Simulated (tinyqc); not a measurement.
Trap density from two Hall measurements.

Question. p-type body, charge-sheet picture, full ionisation (an idealisation for deep acceptors), Boltzmann statistics for free electrons. e = Ec - EF at the surface. psi = Eg - Vt ln(Nv/Na) - e; N_dep = sqrt(2 eps0 eps_r Na (psi - Vt)/q); n_f = sqrt(N_dep^2 + 2 eps0 eps_r Vt Nc exp(-e/Vt)/q) - N_dep; Vg = Vfb + psi + q (N_dep + n_t + n_f)/Cox, Cox = eps0 eox/tox. Find e and n_t at both points and the mean trap density between them.

Inputs (values chosen for the exercise); band and dielectric values close to those of 4H silicon carbide:
- T = 300 K (temperature)
- Eg = 3.31 eV (band gap)
- eps_r = 9.57 (relative permittivity)
- Nc = 1.69e19 cm^-3 (conduction-band density of states at T)
- Nv = 2.52e19 cm^-3 (valence-band density of states at T)
- eox = 3.9 (relative permittivity of the insulator)
- tox = 28 nm (insulator thickness)
- Na = 3.3e15 cm^-3 (acceptor density)
- Vfb = -2.91 V (flat-band voltage without trapped charge)

Constants: q = 1.602176634e-19 C, kB = 1.380649e-23 J/K, Vt = kB T/q, eps0 = 8.8541878128e-14 F/cm where lengths are in cm. Results are converted to the units shown.

Vg (V): [0.88973909, 2.1593003]
free sheet density from the Hall effect (cm^-2): [1.0379210e10, 4.7297795e11]

Answer. Each n_f fixes e; what the gate voltage holds beyond psi, N_dep and n_f is trapped; the difference quotient is the density, smeared over a few Vt.

e (eV): [0.169, 0.0560]
n_t (cm^-2): [3.57e11, 7.79e11]
mean trap density = 3.73e12 cm^-2 eV^-1

Program tinyqc, `OMP_NUM_THREADS=1 python tinyqc.py 2222132 2222133 out.jsonl`; Intel Xeon 2.30GHz, shared host, one thread, about 0.02 s.
